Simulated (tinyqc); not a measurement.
Worked calculation: MP2 on RHF in the 3-21g basis, for H2, spin multiplicity 1. Computed by tinyqc, a small Python program that keeps every step (integrals from PySCF). Settings: charge = 0, multiplicity = 1, basis = 3-21g, method = RHF, energy threshold = 1e-10, iteration cap = 73, orthogonalisation = canonical, start = core, DIIS depth = 6. Command: `OMP_NUM_THREADS=1 python tinyqc.py 21093 21094 out.jsonl` (the two numbers bound the seeds that draw the settings). One thread of a shared host (Intel(R) Xeon(R) Processor @ 2.60GHz), about 0.1 s of CPU time with the checks. The early iterations of the SCF are left out here.

## One-electron integrals

Geometry (angstrom):

| atom | x | y | z |
|---|---|---|---|
| H | 0.0000 | 0.0000 | 0.0000 |
| H | 0.0000 | 0.0000 | 1.0450 |

Basis 3-21g: exponents (1/bohr^2) and contraction coefficients of normalised primitives:

| element | l (shell) | exponent | coefficient |
|---|---|---|---|
| H | s (1) | 5.4472 | 0.1563 |
| H | s (1) | 0.8245 | 0.9047 |
| H | s (2) | 0.1832 | 1.0000 |

Overlap, kinetic and nuclear-attraction integrals over the contracted functions; the nuclear repulsion is the sum of Za Zb / Rab.

nuclear repulsion = 0.506390 hartree

overlap S, lower triangle:
```
        1H 1s   1H 2s   2H 1s   2H 2s
1H 1s  1.0000
1H 2s  0.6459  1.0000
2H 1s  0.1736  0.3581  1.0000
2H 2s  0.3581  0.6996  0.6459  1.0000
```

kinetic energy T (hartree), lower triangle:
```
         1H 1s   1H 2s   2H 1s   2H 2s
1H 1s   1.5494
1H 2s   0.2932  0.2748
2H 1s  -0.0324  0.0985  1.5494
2H 2s   0.0985  0.1465  0.2932  0.2748
```

nuclear attraction V (hartree), lower triangle:
```
         1H 1s    1H 2s    2H 1s    2H 2s
1H 1s  -2.2272
1H 2s  -1.1082  -1.1433
2H 1s  -0.3373  -0.6303  -2.2272
2H 2s  -0.6303  -0.8531  -1.1082  -1.1433
```

core Hamiltonian H = T + V (hartree), lower triangle:
```
         1H 1s    1H 2s    2H 1s    2H 2s
1H 1s  -0.6778
1H 2s  -0.8150  -0.8686
2H 1s  -0.3697  -0.5318  -0.6778
2H 2s  -0.5318  -0.7067  -0.8150  -0.8686
```

## Two-electron integrals

Functions are numbered as in S; the eight-fold symmetry (ij|kl) = (ji|kl) = (kl|ij) leaves the list below.

Two-electron integrals (ij|kl) in chemists' order, unique and non-zero (hartree):
```
(11|11) 1.1401   (21|11) 0.6114   (21|21) 0.3452   (22|11) 0.6264
(22|21) 0.3803   (22|22) 0.4830   (31|11) 0.1443   (31|21) 0.0843
(31|22) 0.0978   (31|31) 0.0310   (32|11) 0.2066   (32|21) 0.1283
(32|22) 0.1692   (32|31) 0.0517   (32|32) 0.1055   (33|11) 0.5024
(33|21) 0.3196   (33|22) 0.4449   (33|31) 0.1443   (33|32) 0.3292
(33|33) 1.1401   (41|11) 0.3292   (41|21) 0.1871   (41|22) 0.2085
(41|31) 0.0517   (41|32) 0.0807   (41|33) 0.2066   (41|41) 0.1055
(42|11) 0.3980   (42|21) 0.2443   (42|22) 0.3188   (42|31) 0.0751
(42|32) 0.1420   (42|33) 0.3980   (42|41) 0.1420   (42|42) 0.2364
(43|11) 0.3196   (43|21) 0.2020   (43|22) 0.2795   (43|31) 0.0843
(43|32) 0.1871   (43|33) 0.6114   (43|41) 0.1283   (43|42) 0.2443
(43|43) 0.3452   (44|11) 0.4449   (44|21) 0.2795   (44|22) 0.3889
(44|31) 0.0978   (44|32) 0.2085   (44|33) 0.6264   (44|41) 0.1692
(44|42) 0.3188   (44|43) 0.3803   (44|44) 0.4830
```

## Orthogonalisation

S = U s U^T; canonical form X = U s^(-1/2), so that X^T S X = 1. Each column of U has its largest component positive (the first on a tie).

eigenvalues of S: 0.1735  0.3987  0.9532  2.4745

X:
```
             1        2        3       4
1H 1s  -0.6846   0.8865   0.6627  0.2746
1H 2s   1.5533  -0.6842   0.2921  0.3559
2H 1s   0.6846   0.8865  -0.6627  0.2746
2H 2s  -1.5533  -0.6842  -0.2921  0.3559
```

## Starting guess

The start is the orbitals of the core Hamiltonian; D = 2 C_occ C_occ^T.

D at the start, lower triangle:
```
        1H 1s   1H 2s   2H 1s   2H 2s
1H 1s  0.2257
1H 2s  0.2064  0.1887
2H 1s  0.2257  0.2064  0.2257
2H 2s  0.2064  0.1887  0.2064  0.1887
```

## Iteration 8 (converged): orbitals

converged F (hartree), lower triangle:
```
         1H 1s    1H 2s    2H 1s    2H 2s
1H 1s   0.2276
1H 2s  -0.4107  -0.3094
2H 1s  -0.3772  -0.3981   0.2276
2H 2s  -0.3981  -0.3707  -0.4107  -0.3094
```

Diagonalise F' = X^T F X, C = X C', fill 1 alpha and 1 beta electrons from the bottom; D = 2 C_occ C_occ^T. Each column has its largest component positive (the first on a tie).

F' = X^T F X (hartree), lower triangle:
```
         1       2       3        4
1   0.9168
2   0.0000  1.0905
3  -0.5141  0.0000  0.5320
4   0.0000  0.0520  0.0000  -0.5110
```

orbital energies (hartree): MO1 -0.5127, MO2 0.1755, MO3 1.0922, MO4 1.2733

coefficients C:
```
          MO1      MO2      MO3      MO4
1H 1s  0.2458   0.1545   0.8950  -0.9402
1H 2s  0.3778   1.1252  -0.6723   1.1099
2H 1s  0.2458  -0.1545   0.8950   0.9402
2H 2s  0.3778  -1.1252  -0.6723  -1.1099
```

D after iteration 8, lower triangle:
```
        1H 1s   1H 2s   2H 1s   2H 2s
1H 1s  0.1208
1H 2s  0.1857  0.2855
2H 1s  0.1208  0.1857  0.1208
2H 2s  0.1857  0.2855  0.1857  0.2855
```

## Convergence

Stop when the energy changes by less than 1e-10 hartree and every element of the error matrix X^T (F D S - S D F) X is below 3e-06.

Course of the cycle:

| iteration | E (hartree) | change | largest element of the error matrix |
|---|---|---|---|
| 1 | -1.054504 | - | 2.76e-01 |
| 2 | -1.082200 | -2.77e-02 | 4.25e-02 |
| 3 | -1.082864 | -6.64e-04 | 2.57e-05 |
| 4 | -1.082864 | -2.01e-10 | 1.06e-05 |
| 5 | -1.082864 | -2.47e-11 | 6.64e-06 |
| 6 | -1.082864 | -7.59e-12 | 4.85e-06 |
| 7 | -1.082864 | -3.29e-12 | 3.81e-06 |
| 8 | -1.082864 | -5.35e-12 | 3.20e-10 |

PySCF RHF in the same basis = -1.082864 hartree

Converged in 8 iterations.

## Populations, bond orders and dipole

Mulliken: Z minus the diagonal of D S on the atom; Loewdin: the same with S^(1/2) D S^(1/2); Mayer order: 2 sum_s sum (D(s) S)_ij (D(s) S)_ji over the two atoms.

Charges (e):

| atom | Mulliken | Loewdin |
|---|---|---|
| 1H | 0 | 0 |
| 2H | 0 | 0 |

Mayer bond orders:

| pair | order |
|---|---|
| 2-1 | 1.0000 |

dipole moment about the origin, x y z (debye): 0.0000  0.0000  0.0000

## Integrals over molecular orbitals

(pq|rs) = sum C_ip C_jq C_kr C_ls (ij|kl), one index at a time.

one-electron integrals over orbitals h = C^T H C (hartree), lower triangle:
```
         1        2       3       4
1  -1.0766
2   0.0000  -0.6215
3  -0.1263   0.0000  0.1394
4   0.0000   0.1873  0.0000  0.2389
```

Two-electron integrals over orbitals (pq|rs), unique and non-zero (hartree):
```
(11|11) 0.5639    (21|21) 0.1184    (22|11) 0.4577    (22|22) 0.4242
(31|11) 0.1263    (31|22) 0.0738    (31|31) 0.0924    (32|21) 0.0202
(32|32) 0.0417    (33|11) 0.5226    (33|22) 0.4318    (33|31) 0.1248
(33|33) 0.5116    (41|21) -0.0787   (41|32) -0.0558   (41|41) 0.1026
(42|11) -0.1330   (42|22) -0.0766   (42|31) -0.0822   (42|33) -0.1281
(42|42) 0.0849    (43|21) -0.1339   (43|32) -0.0518   (43|41) 0.1261
(43|43) 0.1945    (44|11) 0.5685    (44|22) 0.4694    (44|31) 0.1665
(44|33) 0.5591    (44|42) -0.1619   (44|44) 0.6342
```

## Second-order Moller-Plesset energy

Hartree-Fock energy = -1.082864 hartree

E2 = sum_ijab (ia|jb) [2 (ia|jb) - (ib|ja)] / (e_i + e_j - e_a - e_b) over occupied i, j and virtual a, b; the opposite-spin part is (ia|jb)^2 / denominator, the rest is same-spin, and SCS-MP2 scales them by 6/5 and 1/3.

Terms:

| i | j | a | b | (ia\|jb) | (ib\|ja) | denominator | term |
|---|---|---|---|---|---|---|---|
| 1 | 1 | 2 | 2 | 0.1184 | 0.1184 | -1.3764 | -0.0102 |
| 1 | 1 | 4 | 4 | 0.1026 | 0.1026 | -3.5720 | -0.0029 |
| 1 | 1 | 3 | 3 | 0.0924 | 0.0924 | -3.2098 | -0.0027 |
| 1 | 1 | 4 | 2 | -0.0787 | -0.0787 | -2.4742 | -0.0025 |
| 1 | 1 | 2 | 4 | -0.0787 | -0.0787 | -2.4742 | -0.0025 |

Pair energies (hartree; pair i-j sums ij and ji):

| pair | opposite spin | same spin |
|---|---|---|
| 1-1 | -0.0208 | 0 |

MP2 correlation energy = -0.020799 hartree

SCS-MP2 correlation energy = -0.024958 hartree

MP2 total energy = -1.103663 hartree
